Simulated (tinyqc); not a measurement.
Stark shift: quantum well in an electric field by finite differences.

Finite differences on points z_i at the centres of cells of width h: H_ii = (c/h^2)(1/m_(i-1/2) + 1/m_(i+1/2)) + V_i, H_(i,i+1) = -(c/h^2)/m_(i+1/2), where m_(i+1/2) is the mean of the masses at the two points (the end values are repeated outwards), psi = 0 on the points beyond both ends, c = hbar^2/2m0. The field adds e F (z - z0) with z0 the middle of the structure; 1 kV/cm = 1e-5 eV/angstrom.

Constants: hbar^2/2m0 = 3.80998211 eV angstrom^2.

Parameters, chosen for this exercise (out of a larger set: near those of a GaAs well in AlGaAs; not measured data):
- layers = ((63, 0.324, 0.1002), (84, 0, 0.0663), (63, 0.324, 0.1002)) (each layer: thickness in angstrom, band edge in eV, mass in m0)
- hf = 1.3125 angstrom (cell width of the fine grid)
- Fs = (0, 15, 30, 45, 60, 75, 90) kV/cm (fields)

Fine grid. Perturbation theory: dE1 = e F z_11 - beta (e F)^2 with beta = sum_j z_1j^2/(E_j - E_1) over the 13 next levels at zero field, z from z0.

Levels against field:

| F (kV/cm) | E1 (eV) | E2 (eV) | dE1 (meV) | second order (meV) | <z - z0> (angstrom) | E2 - E1 (meV) |
|---|---|---|---|---|---|---|
| 0 | 0.0416 | 0.1643 | 0.00 | 0.00 | 0.0 | 122.7 |
| 15.0 | 0.0415 | 0.1643 | -0.08 | -0.08 | -1.1 | 122.8 |
| 30.0 | 0.0412 | 0.1643 | -0.33 | -0.33 | -2.2 | 123.1 |
| 45.0 | 0.0408 | 0.1643 | -0.74 | -0.75 | -3.3 | 123.5 |
| 60.0 | 0.0402 | 0.1644 | -1.32 | -1.33 | -4.4 | 124.1 |
| 75.0 | 0.0395 | 0.1644 | -2.06 | -2.07 | -5.5 | 124.9 |
| 90.0 | 0.0386 | 0.1644 | -2.96 | -2.99 | -6.5 | 125.8 |

z_11 = 0.00 angstrom
beta = 3687 angstrom^2/eV

What can be read from this table?

At zero field the state is centred, so the shift starts as F^2; it turns linear only if the state is pulled to one side. At 90 kV/cm E1 has moved by -2.96 meV, where second order gives -2.99 meV; they differ by 1.0 % there. The electron moves by -6.5 angstrom, against the rise of the potential. E2 - E1 grows with the field; the ends are 122.7 and 125.8 meV.

Computed by tinyqc, a small Python program: `OMP_NUM_THREADS=1 python tinyqc.py 1281210 1281211 out.jsonl` (the numbers bound the seed that draws the inputs); one thread of a shared host (Intel(R) Xeon(R) Processor @ 2.30GHz), about 0.02 s for the whole set of steps.
